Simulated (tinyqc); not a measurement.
Starting guesses with DIIS over 6 matrices: SCF starting guesses in the 3-21g basis, for H2, spin multiplicity 1. Computed by the program tinyqc with PySCF. RHF with one setting changed at a time; a run stops when the energy changes by less than 1e-09 hartree and the error matrix is below 1e-5. Starts: the lowest orbitals of the core Hamiltonian, of the Wolfsberg-Helmholz matrix (K = 1.75), projected atomic densities, random orbitals, and the highest orbitals of the core Hamiltonian (a deliberately bad start).

Geometry (angstrom):
```
atom,x,y,z
H,0.0000,0.0000,0.0000
H,0.0000,0.0000,0.8110
```

lowest restricted solution found by these runs and by PySCF = -1.119288 hartree

Largest element of the error matrix X^T (FDS - SDF) X:
```
iteration,core,Wolfsberg-Helmholz,atomic densities,random,highest core orbitals
1,1.7e-01,1.2e-01,1.1e-01,2.6e-01,1.6e-01
2,2.5e-02,1.7e-02,1.8e-02,1.4e-01,7.8e-02
3,1.1e-04,3.3e-05,1.8e-03,2.9e-02,2.0e-02
4,4.5e-05,1.4e-05,6.1e-07,4.2e-03,2.7e-05
5,2.8e-05,8.7e-06,2.7e-07,1.2e-04,9.1e-06
6,2.0e-05,-,-,3.8e-06,-
8,2.2e-08,-,-,-,-
```

How each run ends:
```
run,iterations,E (hartree),state
core,8,-1.11929,lowest found
Wolfsberg-Helmholz,5,-1.11929,lowest found
atomic densities,5,-1.11929,lowest found
random,7,-1.11929,lowest found
highest core orbitals,5,-1.11929,lowest found
```

What does the comparison show, and why?

5 of 5 runs reach the lowest restricted solution found, in 5 to 8 iterations (fastest: Wolfsberg-Helmholz, atomic densities, highest core orbitals). The first errors are 2e-01, 1e-01, 1e-01, 3e-01, 2e-01.
